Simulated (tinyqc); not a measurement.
## MESFET, gradual channel with velocity saturation: depletion, velocity and field along the channel

A uniformly doped n-type channel, depleted from the top by a Schottky gate; at channel potential V the depleted share of a is u = sqrt((Vbi - Vg + V)/Vp), s at the source. Electrons drift with v = mu E/(1 + mu E/vsat). Abrupt depletion edge, no series resistance, source at 0.

Vbi = phiB - Vt ln(Nc/Nd); Vp = q Nd a^2/(2 eps0 eps_r); G0 = q mu Nd a W/L; Z = mu Vp/(vsat L); s = sqrt((Vbi - Vg)/Vp). I = (G0 Vp/3) F/(1 + Z (u^2 - s^2)), F = 3 (u^2 - s^2) - 2 (u^3 - s^3), with u at V = Vd; Z = 0 gives constant mobility, for which u stops at 1. At channel potential V: y/L = (G0 Vp/3) F(u)/I - Z V/Vp, v = vsat I Z/(G0 Vp (1 - u)), E = (vsat/mu) w/(1 - w) with w = v/vsat.

Inputs (values chosen for the exercise); material values those of a made-up semiconductor:
```
symbol,value,unit,meaning
T,400,K,temperature
eps_r,9.73,,relative permittivity of the semiconductor
Nc,8.39e17,cm^-3,conduction-band density of states at T
Nd,2.4e17,cm^-3,donor density of the channel
a,130,nm,channel thickness
mu,2800,cm^2/(V s),low-field mobility at this doping
vsat,1e7,cm/s,saturation velocity
L,5,um,gate length
W,100,um,gate width
phiB,1.04,V,Schottky barrier
Vg,0,V,gate voltage
Vd,0.95,V,drain voltage
```

Constants: q = 1.602176634e-19 C, kB = 1.380649e-23 J/K, Vt = kB T/q, eps0 = 8.8541878128e-14 F/cm where lengths are in cm. Results are converted to the units shown.

Along the channel:
```
V (V)         u     y/L  v (cm/s)  E (kV/cm)
0       0.51411  0.0000  2.7020e6     1.3223
0.1583  0.55343  0.2260  2.9399e6     1.4871
0.3167  0.59016  0.4265  3.2033e6     1.6832
0.475   0.62470  0.6028  3.4982e6     1.9215
0.6333  0.65744  0.7564  3.8325e6     2.2193
0.7917  0.68864  0.8886  4.2165e6     2.6038
0.95    0.71847  1.0000  4.6633e6     3.1207
```

What do the numbers show?

From source to drain the open share 1 - u falls from 0.486 to 0.282, so the velocity rises by a factor of 1.73, to 0.466 vsat, and the field by 2.36. Half of Vd drops over the last 40 % of the gate length.

Numbers from tinyqc (`OMP_NUM_THREADS=1 python tinyqc.py 2500057 2500058 out.jsonl`; about 0.04 s on one thread of a shared Intel Xeon 2.30GHz).
